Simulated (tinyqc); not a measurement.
Leaving out one process at a time: Debye-Callaway model of lattice thermal conductivity. Computed by tinyqc, a small Python program. Command: `OMP_NUM_THREADS=1 python tinyqc.py 3008258 3008259 out.jsonl callaway walk`. One thread of a shared host (Intel(R) Xeon(R) Processor @ 2.30GHz), about 0.01 s of CPU time with the checks.

Three acoustic branches with one velocity v, cut at omega_D = k_B Theta/hbar; x = hbar omega/(k_B T). v and Theta are separate inputs: Theta cuts off the heat-carrying modes, so C need not reach 3 k_B/V. gamma is an effective value that sets the umklapp rate. Heat flows along the wire.

Inputs (values chosen for the exercise, modelled on gallium arsenide):

| quantity | value | unit |
|---|---|---|
| sound velocity v | 3570 | m/s |
| Debye temperature Theta | 336 | K |
| volume per atom V | 22.6 | angstrom^3 |
| mean atomic mass M | 72.3 | u |
| effective Grueneisen parameter gamma | 2.01 | - |
| umklapp exponent divisor b | 2.5 | - |
| mass variance Gamma | 8.4e-05 | - |
| wire diameter D | 1.7 | micrometre |
| specularity p | 0 | - |
| temperature T | 600 | K |

Sample: wire. Point defects: isotopes. Normal processes: left out.

Constants: k_B = 1.380649e-23 J/K; hbar = 1.054571817e-34 J s; u = 1.6605390666e-27 kg.

Method:
- Gamma is given directly by the isotope mixture. A = V Gamma/(4 pi v^3).
- Rates: point defects A omega^4; umklapp B omega^2 T exp(-Theta/(b T)) with B = hbar gamma^2/(M v^2 Theta). Boundaries: v/Lambda_B with Lambda_B = D (1 + p)/(1 - p).
- kappa_1 = c int tau_C g dx, g = x^4 e^x/(e^x - 1)^2, c = (k_B/(2 pi^2 v)) (k_B T/hbar)^3, over 0 < x < min(Theta/T, 40), by 96 Gauss-Legendre points in s with x = x_max s^2; tau_C = tau_R, the inverse of the summed rates, and kappa = kappa_1.

Rayleigh coefficient A = 3.32027e-45 s^3

Conductivity at T:

| case | kappa (W/(m K)) | ratio to all |
|---|---|---|
| all processes | 19.666 | 1 |
| without point defects | 19.778 | 1.0057 |
| without boundaries | 21.384 | 1.0873 |
| without umklapp | 1012.4 | 51.47719 |

What does the comparison show, and why?

Removing umklapp raises kappa most, by a factor 51.5; removing point defects gives only 1.01.
